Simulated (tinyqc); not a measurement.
Inside a calculation. Model: undoped symmetric double-gate MOSFET, analytic potential model.

Computed by the program tinyqc: `OMP_NUM_THREADS=1 python tinyqc.py 2440003 2440004 out.jsonl`, one thread of a shared Intel Xeon 2.30GHz, about 0.01 s for the whole run. Printed values are rounded.

An undoped body of thickness ts between two equal insulators and tied gates; long channel, electrons only, n = ni exp((psi - V)/Vt) with V the quasi-Fermi potential (0 at the source, Vd at the drain), constant mobility, no quantisation. Across the body psi(x) = V - 2 Vt ln[(ts/(2 beta)) sqrt(q ni/(2 eps0 eps_r Vt)) cos(2 beta x/ts)], x from the centre. Q is the electron charge per area of the whole body.

Values chosen for this exercise; material values close to those of silicon:
```
symbol,value,unit,meaning
T,325,K,temperature
Eg,1.11,eV,band gap
eps_r,11.6,,relative permittivity of the semiconductor
Nc,3.11e19,cm^-3,conduction-band density of states at T
Nv,3.04e19,cm^-3,valence-band density of states at T
eox,4.03,,relative permittivity of the gate insulator
tox,2,nm,insulator thickness
ts,25,nm,body thickness
dphi,-0.03,V,gate work function less that of the intrinsic body
Vg,1.07,V,gate voltage
```

Constants: q = 1.602176634e-19 C, kB = 1.380649e-23 J/K, Vt = kB T/q, eps0 = 8.8541878128e-14 F/cm where lengths are in cm. Results are converted to the units shown.

Range of the model: The surface density at the source passes 0.3 Nc, where Boltzmann statistics fail.

## Constants of the body

ni = sqrt(Nc Nv) exp(-Eg/(2 Vt)), Eg in volts; r = eps_r tox/(eox ts); V0 = dphi + 2 Vt ln[(2/ts) sqrt(2 eps0 eps_r Vt/(q ni))].

ni = 7.61073e10 cm^-3
r = 0.230273
V0 = 0.387871 V

## Iteration 1: beta at the source by Newton steps

beta at the start = 1.2

With V = 0: f = ln(beta) - ln(cos beta) + 2 r beta tan(beta) - (Vg - V0)/(2 Vt); f' = 1/beta + tan(beta) + 2 r [tan(beta) + beta/cos^2(beta)]; beta(new) = beta - f/f'.

f = -9.55916
f' = 8.79908
beta after iteration 1 = 2.28638

## Course of the iteration: beta at the source by Newton steps

Stop when beta changes by less than 1e-11, or after 40 iterations. beta must stay between 0 and pi/2.

Course of the iteration:
```
iteration     beta  |change|
1          2.28638      1.09
```

Stopped after 1 iteration(s) without a result. The last step lands on beta = 2.286, outside the interval from 0 to pi/2 on which the model is defined: f is much steeper near pi/2 than its tangent at the point before. A rerun with the start beta = 1.5 converges in 4 iterations.
